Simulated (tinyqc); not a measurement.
Bond length, ionicity and dielectric constant: Penn model of the dielectric constant and Phillips ionicity.

n = 32/a^3; Ep^2 = 8 pi c e2 n with c = hbar^2/2m0, e2 = e^2/(4 pi eps0); EF = c (3 pi^2 n)^(2/3); eps = 1 + (Ep/Eg)^2 S with S = 1 - Eg/(4 EF) + (Eg/(4 EF))^2/3, Eg the Penn gap. Core d shells are left out.

Phillips: bond length d = sqrt(3) a/4; homopolar gap Eh = 39.74 d^(-2.48) eV (d in angstrom); Eg^2 = Eh^2 + C^2; ionicity fi = C^2/Eg^2.

Constants: hbar^2/2m0 = 3.80998211 eV angstrom^2; e^2/(4 pi eps0) = 14.39964547 eV angstrom.

Each case gives a and C, chosen for the exercise.

Results:
```
case,a (angstrom),C (eV),Eh (eV),Eg (eV),Ep (eV),eps,fi
near ZnSe,5.641,5.78,4.34,7.23,15.68,5.01,0.640
near Si,5.453,0.00,4.72,4.72,16.50,12.09,0.000
near InP,5.897,3.44,3.89,5.19,14.67,8.05,0.439
near AlAs,5.644,2.90,4.33,5.21,15.67,9.05,0.309
near diamond,3.583,0.00,13.37,13.37,30.97,5.76,0.000
near GaP,5.436,3.48,4.76,5.89,16.57,8.01,0.349
```

eps runs from 5.01 (near ZnSe) to 12.09 (near Si). Eg varies by a factor 2.83 and Ep by 2.11; the order of eps is not simply the reverse order of Eg, since Ep varies too. Without the d-shell correction the model runs low for the heavier compounds.

tinyqc: `OMP_NUM_THREADS=1 python tinyqc.py 1651518 1651519 out.jsonl`; about 0.01 s, one thread, shared Intel(R) Xeon(R) Processor @ 2.30GHz.
